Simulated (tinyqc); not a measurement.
# Doping and thickness from pinch-off voltage and conductance

Inverse problem. A uniform channel has Vp = q Nd a^2/(2 eps0 eps_r) and G0 = q mu Nd a W/L. Find a and Nd.

Values chosen for this exercise; material values close to those of 4H silicon carbide:
- eps_r = 9.81 (relative permittivity of the semiconductor)
- mu = 390 cm^2/(V s) (low-field mobility at this doping)
- L = 2 um (gate length)
- W = 100 um (gate width)

Constants: q = 1.602176634e-19 C, eps0 = 8.8541878128e-14 F/cm where lengths are in cm. Results are converted to the units shown.

Vp = 4.4269427 V
G0 = 7.4981866 mS

Answer. G0 gives the product Nd a and Vp gives Nd a^2; their ratio is a.

a = 200.0 nm
Nd = 1.200e17 cm^-3

tinyqc, about 0.06 s, one thread, Intel Xeon 2.30GHz (shared host): `OMP_NUM_THREADS=1 python tinyqc.py 2500125 2500126 out.jsonl`
